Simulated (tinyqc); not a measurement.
## Doping and voltage from widths and field

Question. In the depletion approximation an abrupt p-n junction has a triangular field: peak E = q Nd xn/(eps0 eps_r) = q Na xp/(eps0 eps_r), W = xn + xp, and Vbi - V = E W/2. Find Nd, Na and Vbi - V.

Inputs (values chosen for the exercise):
```
symbol,value,unit,meaning
eps_r,11.1,,relative permittivity
```

Constants: q = 1.602176634e-19 C, eps0 = 8.8541878128e-14 F/cm where lengths are in cm. Results are converted to the units shown.

W = 314.05469 nm
peak field = 90.396205 kV/cm
xn = 72.962200 nm

Answer. Gauss's law on each side gives its doping from the peak field and its width; the voltage is the area of the triangle.

Nd = 7.600e16 cm^-3
Na = 2.300e16 cm^-3
Vbi - V = 1.419 V

tinyqc, about 0.02 s, one thread, Intel Xeon 2.30GHz (shared host): `OMP_NUM_THREADS=1 python tinyqc.py 2000030 2000031 out.jsonl`
